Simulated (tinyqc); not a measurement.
Inside a calculation. Model: anisotropic elasticity and sound waves of a cubic crystal. Computed by tinyqc, a small Python program that keeps every step. Command: `OMP_NUM_THREADS=1 python tinyqc.py 3029023 3029024 out.jsonl cubicelastic walk`. One thread of a shared host (Intel(R) Xeon(R) Processor @ 2.30GHz), about 0.01 s of CPU time with the checks. Intermediate numbers are printed to about 5 digits and carried at full precision; extremes and crossings named in words are read from the listed rows.

Voigt order 1..6 = xx, yy, zz, yz, xz, xy, with engineering shear strains. The rotated frame has x' as named, z' along the wafer normal and y' = z' x x'.

Inputs (values chosen for the exercise, for a model crystal):

| quantity | value | unit |
|---|---|---|
| C11 | 110 | GPa |
| C12 | 87.9 | GPa |
| C44 | 56.1 | GPa |
| density rho | 10.2 | g/cm^3 |
| expansion coefficient of the film | 15 | ppm/K |
| expansion coefficient of the substrate | 7.5 | ppm/K |
| cooling Delta T | 380 | K |

Frame: (112) wafer, x' along [1-10].

wave normal (not normalised): 4  3.5  0.2

## Compliances and anisotropy

S11 = (C11 + C12)/D, S12 = -C12/D, D = (C11 - C12)(C11 + 2 C12), S44 = 1/C44. Zener ratio A = 2 C44/(C11 - C12); S0 = S11 - S12 - S44/2; H = 2 C44 + C12 - C11.

S11 = 31.332 1/TPa

S12 = -13.917 1/TPa

S44 = 17.825 1/TPa

Zener ratio A = 5.0769

S0 = 36.336 1/TPa

H = 90.1 GPa

## Stiffness in the rotated frame

direction cosines a (rows x', y', z' in the cube axes):
```
          x         y         z
x'  0.70711  -0.70711   0.00000
y'  0.57735   0.57735  -0.57735
z'  0.40825   0.40825   0.81650
```

C'_ijkl = C12 delta_ij delta_kl + C44 (delta_ik delta_jl + delta_il delta_jk) - H sum_m a_im a_jm a_km a_lm.

C' (GPa), lower triangle (symmetric):
```
        1       2       3      4       5      6
1  155.05
2   57.87  170.07
3   72.88   57.87  155.05
4  -21.24    0.00   21.24  26.07
5    0.00    0.00    0.00   0.00   41.08
6    0.00    0.00    0.00   0.00  -21.24  26.07
```

Normal stress couples to shear strain in this frame.

## Moduli along the axes of the frame

Invert C' to S'. E along x' = 1/S'11, along y' = 1/S'22; Poisson ratios nu(x'y') = -S'12/S'11 and nu(x'z') = -S'13/S'11; in-plane shear modulus 1/S'66.

E along x' = 75.964 GPa

E along y' = 140.68 GPa

nu(x'y') = 0.13708

nu(x'z') = 0.59712

in-plane shear modulus = 15.089 GPa

E differs between x' and y' by -46.0 %.

## Thermal stress in a film with this orientation

On cooling, a thick substrate imposes eps_1 = eps_2 = (alpha_film - alpha_substrate) Delta T and eps_6 = 0; the free surface sets sigma_3 = sigma_4 = sigma_5 = 0, which fixes eps_3, eps_4, eps_5. Biaxial modulus M = (sigma_1 + sigma_2)/(2 eps); energy density M eps^2. Elastic response and constant coefficients are assumed.

in-plane strain = 2.85 per mille

elastic strain along the normal = -3.0632 per mille

stress along x' = 281.25 MPa

stress along y' = 472.35 MPa

biaxial modulus M = 132.21 GPa

energy density = 1.0739 MJ/m^3

The film ends in tension. Caution: the thermal stress of this film exceeds 200 MPa, which can relax by slip, cracking or buckling in a real film.

## Sound waves along the wave normal

In the cube axes, with unit normal n: G_ij = (C12 + C44) n_i n_j + (C44 - H n_i^2) delta_ij, eigenvalues rho v^2, eigenvectors u (columns, largest component positive). Group velocity V_i = [(C12 + C44)(u.n) u_i + C44 n_i - H u_i^2 n_i]/(rho v); its angle to n has cosine v/|V|.

Christoffel matrix (GPa):
```
        x       y       z
x  86.584  71.262   4.072
y  71.262  79.440   3.563
z   4.072   3.563  56.176
```

phase velocities (m/s): 1069.1  2340.6  3893.9

polarisations:
```
       slow      fast  longitudinal
x  -0.68931  -0.03622       0.72356
y   0.72445  -0.04145       0.68808
z   0.00507   0.99848       0.05481
```

group speeds (m/s): 1314.9  2353.2  3900.8

angles between V and n (degree): 35.603  5.939  3.399

Energy flows off the wave normal by up to 35.6 degrees, for the slow transverse wave.

## Polycrystal bounds against single-crystal directions

B = (C11 + 2 C12)/3; Voigt G = (C11 - C12 + 3 C44)/5; Reuss G = 5/(4 (S11 - S12) + 3 S44); Hill is their mean; E = 9BG/(3B + G), nu = (3B - 2G)/(6B + 2G). Along <hkl>, with g = 0, 1/4, 1/3: 1/E = S11 - 2 S0 g; for a film with that normal C33 = C11 + 2 H g and M = [6B - (3B - C33) - (3B - C33)^2/C33]/2.

bulk modulus B = 95.267 GPa

Averages:

| average | G (GPa) | E (GPa) | nu |
|---|---|---|---|
| Voigt | 38.080 | 100.81 | 0.32364 |
| Reuss | 21.325 | 59.53 | 0.39585 |
| Hill | 29.702 | 80.72 | 0.35879 |

Directions:

| direction | E (GPa) | biaxial modulus M (GPa) |
|---|---|---|
| <100> | 31.92 | 57.42 |
| <110> | 75.96 | 165.30 |
| <111> | 140.68 | 188.55 |

The bounds on G differ by 79 %, while E varies by a factor 4.41 with direction; with A above 1 the stiffest axis is <111>. Under a fixed mismatch strain, grains with a <100> normal store the least energy.

Checks made by the program: E along x' against 1/E = S11 - 2 S0 (l^2 m^2 + m^2 n^2 + n^2 l^2) (relative difference below 1e-10).
